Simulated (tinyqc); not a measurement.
Inter-valley coupling by envelope functions against a chain of atomic planes: one step. One plane of added Ge, to first order.

Parameters, chosen for this exercise (out of a larger set: near those of the Delta valleys of silicon in a SiGe well; not measured data):

| symbol | value | unit | meaning |
|---|---|---|---|
| dE | 0.62 | eV | offset per unit Ge fraction |
| js | 46 |  | plane j of a Ge spike (the well starts at j = 30) |
| xs | 0.03 |  | Ge fraction added on that plane |

F_j^2 of the smooth well on that plane = 0.0434234

Question. F_j is the envelope on plane j (sum F_j^2 = 1) and Dv the coupling of the two valleys, which split by 2|Dv|. A single plane has Fourier weight at all wavelengths: it adds dE xs F_j^2 to |Dv|, so the splitting is about 2 dE xs F_j^2 if this term rules, and the mean of the doublet rises by dE xs F_j^2.

Give: splitting; rise of the mean level.

Answer.

splitting = 1615 micro-eV
rise of the mean level = 0.808 meV

The chain with the spike gives 1551 micro-eV and a rise of 0.776 meV; the envelope solved with the spike gives 1543. First order is +4 % off.

Program tinyqc; command `OMP_NUM_THREADS=1 python tinyqc.py 1482368 1482369 out.jsonl`; about 0.09 s on one thread of a shared Intel(R) Xeon(R) Processor @ 2.30GHz.
